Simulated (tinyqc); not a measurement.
Comparisons within one model: two-band k.p model of the X valleys of a zinc-blende crystal. A value that a table varies takes the place of the one given here.

k along the valley axis, counted from X, c = hbar^2/2m0, e = c k^2/ml. H = [[e - D/2, i P k], [-i P k, e + D/2]] with P^2 = D0 c/ml, so E = e -/+ sqrt(D^2/4 + D0 e). For D = 0 (diamond lattice) the bands cross at X.

With x = D/D0: for x < 1 the minima lie at k_m = sqrt(ml D0 (1 - x^2)/(4 c)), the hump at X has the height dE = (D0/4)(1 - x)^2 and the mass at the minimum is ml/(1 - x^2); the mass at X is ml/(1 - 1/x), negative for x < 1. For x > 1 the minimum is at X.

Thermal masses along the axis for one X point, lower band, E from the minimum, on 1601 points from -0.8 to 0.8 1/angstrom: density-of-states mass m_d = c I^2/(pi kT), I = integral of exp(-E/kT) dk; conductivity mass m_c = 2 c kT/<(dE/dk)^2> with central differences.

Constants: hbar^2/2m0 = 3.80998211 eV angstrom^2; kB = 8.617333262e-05 eV/K.

Parameters, chosen for this exercise (of the order of those of GaP; not measured data): D0 = 0.424 eV (coupling energy); ml = 0.925 m0 (mass along the axis from remote bands); D = 0.358 eV (splitting of the two conduction levels at X); T = 77 K (temperature).

## From the diamond lattice to a polar crystal

D is varied at fixed D0 and ml.

Results:
```
x     D (eV)  k_m (1/angstrom)  dE (meV)  mass at the minimum
0.00   0.000            0.1604    106.00                0.925
0.30   0.127            0.1530     51.94                1.016
0.60   0.254            0.1283     16.96                1.445
0.80   0.339            0.0963      4.24                2.569
0.90   0.382            0.0699      1.06                4.868
1.10   0.466            0.0000      0.00               10.175
1.30   0.551            0.0000      0.00                4.008
2.00   0.848            0.0000      0.00                1.850
4.00   1.696            0.0000      0.00                1.233
```

What can be read from the table?

At D = 0 the minima lie 0.1604 1/angstrom from X under a cusp of D0/4 = 106 meV, the pattern of silicon. The hump shrinks as (1 - x)^2, faster than k_m, so at x = 0.9 it is only 1.06 meV although k_m is still 44 % of its first value. The mass diverges at x = 1 from both sides (4.87 at 0.9, 10.17 at 1.1), where the band is quartic.

## Temperature

Thermal masses against T.

Results:
```
T (K)  kT (meV)     m_d    m_c
10         0.86  15.063  3.930
20         1.72  15.888  4.471
50         4.31  13.507  4.488
100        8.62  10.300  3.921
200       17.23   7.434  3.229
300       25.85   6.111  2.857
500       43.09   4.802  2.454
```

How do the results move?

m_d goes from 15.063 to 4.802 and m_c goes from 3.930 to 2.454; m_d peaks in between, at 15.888 for 20 K among these rows; m_c peaks in between, at 4.488 for 50 K among these rows. The limits are 4 x 3.222 and 3.222 for kT far below dE = 2.57 meV, and ml = 0.925 for both at kT far above D0; near kT = dE the flat region between the minima can push both above the first limit. No single longitudinal mass describes such a valley, so values from cyclotron resonance, donor spectra and carrier densities differ.

## What each parameter does

Shape of the lower band and thermal masses. Each row changes one parameter from the base and keeps the others.

Results:
```
case            k_m (1/angstrom)  dE (meV)  m_d (m0)  m_c (m0)
base                      0.0860     2.568    11.520     4.168
D = 0.3687 eV             0.0792     1.803    11.648     4.393
D0 = 0.4367 eV            0.0932     3.546    11.336     3.927
ml = 0.8972 m0            0.0847     2.568    11.174     4.042
T = 79.31 K               0.0860     2.568    11.381     4.141
```

How do the results move?

The largest shifts from the base row, up to three for each result and ties (the steps differ in size, so this ranks the rows, not the parameters). k_m (1/angstrom): D0 +0.0073, D -0.0067, ml -0.0013; unchanged at the printed digits by T. dE (meV): D0 +0.977, D -0.765; unchanged at the printed digits by ml and T. m_d (m0): ml -0.346, D0 -0.184, T -0.140. m_c (m0): D0 -0.240, D +0.226, ml -0.125.

Run: tinyqc, `OMP_NUM_THREADS=1 python tinyqc.py 1880485 1880486 out.jsonl`; Intel(R) Xeon(R) Processor @ 2.30GHz, one thread, shared host; about 0.01 s of CPU time with all checks.
